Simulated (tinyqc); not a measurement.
Inversion layer as a triangular well, valleys of the Si type: sweeps and comparisons. A value that a table varies takes the place of the one given here.

Six ellipsoidal valleys with their long axes along the cube axes, mass ml along the axis and mt across it. For a valley whose axis makes the angle theta with the surface normal, 1/m_z = cos^2(theta)/ml + sin^2(theta)/mt sets the confinement; in the plane the masses are m_1 = mt and m_2 = ml mt/m_z, and m_d = sqrt(m_1 m_2).

The field is taken as constant, e F = 4 pi (e^2/4 pi eps0)(Nd + eta Ns)/eps, with 1e12/cm^2 = 1e-4/angstrom^2, and the oxide as a hard wall at z = 0; c = hbar^2/2m0.

Level j of a valley lies at E_j = a_j (c (e F)^2/m_z)^(1/3) above the band edge at the surface, with the Airy zeros a_j = 2.338107, 4.087949, 5.520560, 6.786708, 7.944134, 9.022651, 10.040174, 11.008524, 11.936016, 12.828777, and has <z> = 2 E_j/(3 e F).

Subband i holds n_i = g m_d/(2 pi c) kB T ln(1 + exp((EF - E_i)/kB T)) (spin included), and EF is fixed by sum n_i = Ns over the levels listed or, where none are listed, over j = 0 to 9 of each group; 1e12/cm^2 = 1e-4/angstrom^2.

Constants: hbar^2/2m0 = 3.80998211 eV angstrom^2; e^2/(4 pi eps0) = 14.39964547 eV angstrom; kB = 8.617333262e-05 eV/K.

Values chosen for the exercise (near those of Si; not measured data):
```
symbol  value                      unit         meaning
ml      0.919                      m0           longitudinal mass
mt      0.19                       m0           transverse mass
eps     11.6                                    dielectric constant
Nd      0.92                       x 1e12/cm^2  depletion charge
eta     0.5                                     share of Ns in the effective field
face    110                                     surface
T       300                        K            temperature
Nss     (0.5, 1, 2, 4, 7, 10, 14)  x 1e12/cm^2  sheet densities
Ns      2.1                        x 1e12/cm^2  electron sheet density
Vox     1.38                       eV           barrier of an HfO2-like oxide
mox     0.18                       m0           mass in the oxide
```

## Raising the sheet density

Valleys (masses in m0):
```
valleys g  cos^2(theta)      m_z      m_1      m_2      m_d
4               0.50000  0.31490  0.19000  0.55450  0.32458
2               0.00000  0.19000  0.19000  0.91900  0.41786
```

The field, the ladders and EF anew for each Ns.

Results:
```
Ns (1e12/cm^2)  F (MV/cm)  lowest E (eV)  next - lowest (meV)  EF - lowest (meV)  share of lowest (%)  <z> (angstrom)
0.5                 0.183         0.0802                 14.7              -96.5                 66.2            33.2
1.0                 0.222         0.0912                 16.7              -77.1                 69.4            30.3
2.0                 0.300         0.1115                 20.5              -56.8                 74.0            26.6
4.0                 0.455         0.1475                 27.1              -35.4                 79.3            22.6
7.0                 0.689         0.1944                 35.7              -16.9                 83.8            19.4
10.0                0.923         0.2363                 43.3               -4.1                 86.5            17.5
14.0                1.235         0.2869                 52.6                9.2                 88.9            15.8
```

Levels scale as F^(2/3): the field grows by 6.77 and the lowest level by 3.58. The layer thins from 33.2 to 15.8 angstrom. EF passes the lowest edge between 10 and 14 e12/cm^2. The share of the lowest subband rises throughout: the spacing grows faster than the band fills.

## Surface orientation

The same densities on four faces. m_c is the conductivity mass averaged over directions in the plane: 1/m_c = sum n_i (1/m_1 + 1/m_2)/2 / Ns.

Results:
```
face   valleys of lowest  lowest E (eV)  EF (eV)  share of lowest (%)  <z> (angstrom)  m_c (m0)
(100)                  2         0.0794   0.0515                 57.2            22.7     0.221
(110)                  4         0.1135   0.0581                 74.3            26.4     0.290
(111)                  6         0.1212   0.0594                 96.8            27.0     0.297
(211)                  2         0.1045   0.0578                 44.9            26.1     0.285
```

The lowest level is deepest on (100), where a valley axis lies closest to the normal, and the lightest conductivity mass is on (100) (0.221 m0, against 0.297 m0 on (111)). EF, counted from the band edge at the surface, is lowest on (100) and spans 8 meV.

## Four estimates of the lowest level

WKB: E = (c/m_z)^(1/3) (3 pi e F/2 x 3/4)^(2/3), <z> = 2E/(3 e F). Fang-Howard: psi = z exp(-b z/2) up to a norm, E = c b^2/(4 m_z) + 3 e F/b at its minimum b^3 = 6 e F m_z/c, <z> = 3/b. Finite barrier: flat height Vox and mass mox for z < 0, finite differences with psi and psi'/m continuous, cells of 0.05 angstrom from -15 to 300 angstrom. The last column is measured against Airy.

Lowest level:
```
method                E (eV)  <z> (angstrom)  E - Airy (meV)
Airy, hard wall       0.1135           24.61             0.0
WKB, hard wall        0.1126           24.43            -0.9
Fang-Howard           0.1202           26.07             6.7
finite oxide barrier  0.1064           22.28            -7.0
```

b = 0.1151 1/angstrom
probability in the oxide = 0.0026

WKB is off by -0.8 % and the variational function by +5.9 %, above the exact value as it must be; both ratios are independent of field and mass. The finite barrier lowers the level by 7.0 meV and brings the charge 2.3 angstrom closer; in energy that is more than the Fang-Howard error (6.7 meV).

## What each parameter does

Field, ladders and EF anew. Each row changes one parameter from the base and keeps the others.

Results:
```
case                   lowest E (eV)  EF (eV)  share of lowest (%)  <z> (angstrom)
base                          0.1135   0.0581                 74.3           26.36
Ns = 4.2 x 1e12/cm^2          0.1508   0.1170                 79.7           22.31
Nd = 0.46 x 1e12/cm^2         0.0950   0.0381                 70.1           29.54
T = 360 K                     0.1135   0.0392                 70.1           27.04
ml = 1.011 m0                 0.1129   0.0566                 74.5           26.25
mt = 0.171 m0                 0.1168   0.0636                 75.3           27.07
eps = 10.4                    0.1220   0.0673                 75.9           25.21
```

The largest shifts from the base row, up to three for each result and ties (the steps differ in size, so this ranks the rows, not the parameters). lowest E (eV): Ns +0.0374, Nd -0.0184, eps +0.0086; unchanged at the printed digits by T. EF (eV): Ns +0.0588, Nd -0.0200, T -0.0189. share of lowest (%): Ns +5.4, T -4.2, Nd -4.2. <z> (angstrom): Ns -4.05, Nd +3.18, eps -1.15.

Program tinyqc; command `OMP_NUM_THREADS=1 python tinyqc.py 1281586 1281587 out.jsonl`; about 0.02 s on one thread of a shared Intel(R) Xeon(R) Processor @ 2.30GHz.
